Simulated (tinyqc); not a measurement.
Free and trapped electrons in a MOS channel with a dense trap tail: two steps of the calculation.

p-type body, charge-sheet picture, full ionisation (an idealisation for deep acceptors), Boltzmann statistics for free electrons. e = Ec - EF at the surface. Acceptor-like traps of density D(E) = D0 + De exp(-E/Ew) at depth E below Ec, from 0 to Eu, hold n_t = integral of D(E)/(1 + exp((e - E)/Vt)). psi = Eg - Vt ln(Nv/Na) - e; N_dep = sqrt(2 eps0 eps_r Na (psi - Vt)/q); n_f = sqrt(N_dep^2 + 2 eps0 eps_r Vt Nc exp(-e/Vt)/q) - N_dep; Vg = Vfb + psi + q (N_dep + n_t + n_f)/Cox, Cox = eps0 eox/tox.

Values chosen for this exercise; band and dielectric values close to those of 4H silicon carbide: temperature T = 300 K; band gap Eg = 3.21 eV; relative permittivity eps_r = 9.7; conduction-band density of states at T Nc = 1.72e19 cm^-3; valence-band density of states at T Nv = 2.48e19 cm^-3; relative permittivity of the insulator eox = 3.9; insulator thickness tox = 35 nm; acceptor density Na = 9.2e15 cm^-3; flat-band voltage without trapped charge Vfb = -2.82 V; constant background density of acceptor-like traps D0 = 2.3e11 cm^-2 eV^-1; density of the tail at the conduction edge De = 8e12 cm^-2 eV^-1; decay energy of the tail Ew = 0.06 eV; depth below Ec down to which the traps reach Eu = 0.66 eV; mobility of free electrons mf = 220 cm^2/(V s); Ec - EF at the surface e = 0.144 eV.

Constants: q = 1.602176634e-19 C, kB = 1.380649e-23 J/K, Vt = kB T/q, eps0 = 8.8541878128e-14 F/cm where lengths are in cm. Results are converted to the units shown.

Task 1. Trapped charge. Trapezoid rule on 15 equal steps from 0 to Eu, f = 1/(1 + exp((e - E)/Vt)).

Give: E; D(E) f; n_t.

Result 1.

```
point,E (eV),D(E) f (cm^-2 eV^-1)
0,0,3.124e10
1,0.04400,8.336e10
2,0.08800,2.134e11
3,0.1320,4.309e11
4,0.1760,5.083e11
5,0.2200,4.127e11
6,0.2640,3.251e11
7,0.3080,2.767e11
8,0.3520,2.526e11
9,0.3960,2.409e11
10,0.4400,2.352e11
11,0.4840,2.325e11
12,0.5280,2.312e11
13,0.5720,2.306e11
14,0.6160,2.303e11
15,0.6600,2.301e11
```

n_t = 1.775e11 cm^-2

Task 2. Charges and gate voltage. psi, N_dep, n_f and Vg as defined, with the n_t given; free share n_f/(n_f + n_t); apparent mobility mf n_f/(n_f + n_t); gate voltage spent on traps q n_t/Cox.

n_t = 1.7751463e11 cm^-2

Give: psi; N_dep; n_f; Vg; free share; apparent mobility; gate voltage spent on traps.

Result 2.

psi = 2.8618 V
N_dep = 5.2889e11 cm^-2
n_f = 1.6900e10 cm^-2
Vg = 1.2164 V
free share = 8.6929 %
apparent mobility = 19.124 cm^2/(V s)
gate voltage spent on traps = 0.28827 V

Numbers from tinyqc (`OMP_NUM_THREADS=1 python tinyqc.py 2222044 2222045 out.jsonl`; about 0.02 s on one thread of a shared Intel Xeon 2.30GHz).
